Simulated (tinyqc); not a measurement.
Nucleation and growth of vacancy voids in a cooling silicon-like crystal. Changing the ratio (V/G)/xi_c. Computed by tinyqc, a small Python program. Command: `OMP_NUM_THREADS=1 python tinyqc.py 3000384 3000385 out.jsonl voids sweep`. One thread of a shared host (Intel(R) Xeon(R) Processor @ 2.30GHz), about 0.4 s of CPU time with the checks.

Spherical voids; vacancies are lost only to voids.

Inputs (values chosen for the exercise, for a model crystal): vacancy density at the melting point C_m = 5.1e+14 1/cm^3; formation energy E_f = 3.75 eV; melting point T_m = 1685 K; diffusion prefactor D0 = 0.0016 cm^2/s; migration energy E_m = 0.43 eV; site density rho = 5e+22 1/cm^3; void surface energy gamma = 0.806 J/m^2; cooling rate q = 15 K/min; limit of the excess at high V/G = 1.4e+14 1/cm^3; temperature step = 0.125 K.

Vacancy supply: from V/G.

Constants: k_B = 8.617333262e-05 eV/K; k_B = 1.380649e-23 J/K.

Method:
- C = C_x (u - 1)/(u + 0.2) with u = (V/G)/xi_c, a form chosen for the exercise.
- C_e = C_m exp[-(E_f/k_B)(1/T - 1/T_m)]; D = D0 exp(-E_m/(k_B T)); f = k_B T ln(C/C_e); r* = 2 gamma/(rho f); W* = 16 pi gamma^3/(3 rho^2 f^2); Z = f/sqrt(12 pi W* k_B T); I = rho Z (4 pi r* D C) exp(-W*/(k_B T)).
- March down from 1500 K in steps dT, dt = dT/q, with values at the upper end of each step: a class of I dt voids is born with r*; then all classes grow by r^2 += 2 D (C - C_e) dt/rho; C falls by the vacancies added to voids. Stop at 1150 K. T_n is the T of the largest I, N the final count (classes under 1e-6 /cm^3 are dropped), and the mean radius the number average.

One run for each value; columns: (1) ratio (V/G)/xi_c; (2) initial excess C (1/cm^3); (3) temperature of peak nucleation T_n (K); (4) void density N (1/cm^3); (5) mean radius (nm):
```
(1)          (2)       (3)         (4)     (5)
1.33  3.0196e+13  1348.375  2.8212e+07  17.086
1.89  5.9617e+13  1386.000  1.6924e+07  25.435
2.16  6.8814e+13  1394.125  1.5195e+07  27.662
2.44  7.6364e+13  1400.125  1.4052e+07  29.398
2.72  8.2466e+13  1404.500  1.3263e+07  30.750
3.00  8.7500e+13  1408.000  1.2686e+07  31.834
```

Give the missing row, ratio (V/G)/xi_c = 1.61.

Computed row; columns: (1) ratio (V/G)/xi_c; (2) initial excess C (1/cm^3); (3) temperature of peak nucleation T_n (K); (4) void density N (1/cm^3); (5) mean radius (nm):
```
(1)          (2)       (3)         (4)     (5)
1.61  4.7182e+13  1372.875  2.0176e+07  22.183
```

Interpolating between the two neighbouring rows (linearly) misses most in void density N (1/cm^3), by 12 %. Over the rows, initial excess C (1/cm^3) rises from 3.02e13 to 8.75e13 (exponent d ln y / d ln x 2.3 between the first rows and 0.60 between the last); temperature of peak nucleation T_n (K) rises from 1350 to 1410 (exponent d ln y / d ln x 0.094 between the first rows and 0.025 between the last); void density N (1/cm^3) falls from 2.82e7 to 1.27e7 (exponent d ln y / d ln x -1.8 between the first rows and -0.45 between the last). Near the neutral ratio the excess is small, nucleation late, and the voids small and many. Left out: 1.05 (too little supersaturation at T).

Extremes, crossings and ranges named in words are read from the listed rows.
